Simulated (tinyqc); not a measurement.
Kinetic Monte Carlo and master equation for a particle on a ring of sites with traps and bias: one step, computed by the program tinyqc.

5 sites on a ring, numbered 1 to 5. The saddle between i and i+1 lies at E0 + s b_i and site i at s eps_i; a force F tilts the landscape, with the saddle half-way.

Question. Closed form at zero force. At zero force D0 = a^2 nu exp(-E0/(k_B T)) / [<exp(-s eps/(k_B T))> <exp(s b/(k_B T))>], with means over the ring; Einstein relation v = D0 F/(k_B T); 1 angstrom = 1e-8 cm.

Inputs (values chosen for the exercise, for a model defect): reference barrier E0 = 0.72 eV; scale factor s of the disorder = 1; attempt frequency nu = 13 THz; temperature T = 540 K; site spacing a = 3.4 angstrom; force F along the ring = 0.031 eV/angstrom.

Disorder: random barriers.

site energies eps_i (eV): [0, 0, 0, 0, 0]

saddle shifts b_i between sites i and i+1 (eV): [-0.016, 0.06, -0.069, -0.025, -0.063]

Constants: k_B = 8.617333262e-05 eV/K.

Give: zero-force diffusivity D0; D0 over the value without disorder; Einstein drift.

Answer.

zero-force diffusivity D0 = 2.649e-09 cm^2/s

D0 over the value without disorder = 0.9243

Einstein drift = 0.1765 cm/s
